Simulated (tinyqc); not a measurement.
UHF in the 6-31g basis, for H2-, spin multiplicity 2, step by step. The basis has no diffuse functions, so it cannot describe the extra electron: this is an exercise in the method, not the real anion. One step of it, computed by the program tinyqc.

Question. Iteration 2: diagonalisation and new density. A level shift of 1 hartree raises the virtual space: F + shift (S - S D(s) S), with D(s) the density of one spin. Diagonalise F' = X^T F X, C = X C', fill 2 alpha and 1 beta electrons from the bottom; D(s) = C_occ C_occ^T. Each column has its largest component positive (the first on a tie).

extrapolated F(alpha) (hartree):
```
           1H 1s      1H 2s      2H 1s      2H 2s
1H 1s   0.334068  -0.305518  -0.296337  -0.284632
1H 2s  -0.305518  -0.085262  -0.284632  -0.125837
2H 1s  -0.296337  -0.284632   0.334068  -0.305518
2H 2s  -0.284632  -0.125837  -0.305518  -0.085262
```

extrapolated F(beta) (hartree):
```
           1H 1s      1H 2s      2H 1s      2H 2s
1H 1s   0.489963  -0.189457  -0.322955  -0.272899
1H 2s  -0.189457   0.030945  -0.272899  -0.080009
2H 1s  -0.322955  -0.272899   0.489963  -0.189457
2H 2s  -0.272899  -0.080009  -0.189457   0.030945
```

X:
```
           1H 1s      1H 2s      2H 1s      2H 2s
1H 1s   1.268805  -0.497911  -0.122516   0.053286
1H 2s  -0.497911   1.837242   0.053286  -0.868180
2H 1s  -0.122516   0.053286   1.268805  -0.497911
2H 2s   0.053286  -0.868180  -0.497911   1.837242
```

D(alpha) after iteration 1:
```
           1H 1s      1H 2s      2H 1s      2H 2s
1H 1s   0.194268   0.452497   0.040287  -0.267824
1H 2s   0.452497   1.757535  -0.267824  -1.612136
2H 1s   0.040287  -0.267824   0.194268   0.452497
2H 2s  -0.267824  -1.612136   0.452497   1.757535
```

D(beta) after iteration 1:
```
          1H 1s     1H 2s     2H 1s     2H 2s
1H 1s  0.110674  0.092552  0.110674  0.092552
1H 2s  0.092552  0.077397  0.092552  0.077397
2H 1s  0.110674  0.092552  0.110674  0.092552
2H 2s  0.092552  0.077397  0.092552  0.077397
```

overlap S:
```
          1H 1s     1H 2s     2H 1s     2H 2s
1H 1s  1.000000  0.658292  0.363341  0.469702
1H 2s  0.658292  1.000000  0.469702  0.812956
2H 1s  0.363341  0.469702  1.000000  0.658292
2H 2s  0.469702  0.812956  0.658292  1.000000
```

Give: F' = X^T F X; orbital energies; coefficients C; F' = X^T F X; orbital energies; coefficients C; D(alpha) after iteration 2; D(beta) after iteration 2.

Answer.

F' = X^T F X (alpha) (hartree):
```
         1        2        3        4
1   1.5128  -1.1545  -0.3929  -0.0459
2  -1.1545   0.8586  -0.0459  -0.0513
3  -0.3929  -0.0459   1.5128  -1.1545
4  -0.0459  -0.0513  -1.1545   0.8586
```

orbital energies (alpha) (hartree): MO1 -0.2469, MO2 0.1924, MO3 2.1741, MO4 2.6231

coefficients C (alpha):
```
          MO1      MO2      MO3      MO4
1H 1s  0.2986   0.2073   0.8165  -1.0377
1H 2s  0.3074   1.3943  -0.6884   1.3665
2H 1s  0.2986  -0.2073   0.8165   1.0377
2H 2s  0.3074  -1.3943  -0.6884  -1.3665
```

F' = X^T F X (beta) (hartree):
```
         1        2        3        4
1   1.8416  -0.8090  -0.6378  -0.3595
2  -0.8090   1.3364  -0.3595  -0.4738
3  -0.6378  -0.3595   1.8416  -0.8090
4  -0.3595  -0.4738  -0.8090   1.3364
```

orbital energies (beta) (hartree): MO1 -0.1476, MO2 1.5845, MO3 2.2140, MO4 2.7051

coefficients C (beta):
```
          MO1      MO2      MO3      MO4
1H 1s  0.2923   0.0933   0.8188  -1.0541
1H 2s  0.3127   1.5346  -0.6860   1.2069
2H 1s  0.2923  -0.0933   0.8188   1.0541
2H 2s  0.3127  -1.5346  -0.6860  -1.2069
```

D(alpha) after iteration 2:
```
         1H 1s    1H 2s    2H 1s    2H 2s
1H 1s   0.1321   0.3808   0.0462  -0.1972
1H 2s   0.3808   2.0386  -0.1972  -1.8497
2H 1s   0.0462  -0.1972   0.1321   0.3808
2H 2s  -0.1972  -1.8497   0.3808   2.0386
```

D(beta) after iteration 2:
```
        1H 1s   1H 2s   2H 1s   2H 2s
1H 1s  0.0855  0.0914  0.0855  0.0914
1H 2s  0.0914  0.0978  0.0914  0.0978
2H 1s  0.0855  0.0914  0.0855  0.0914
2H 2s  0.0914  0.0978  0.0914  0.0978
```
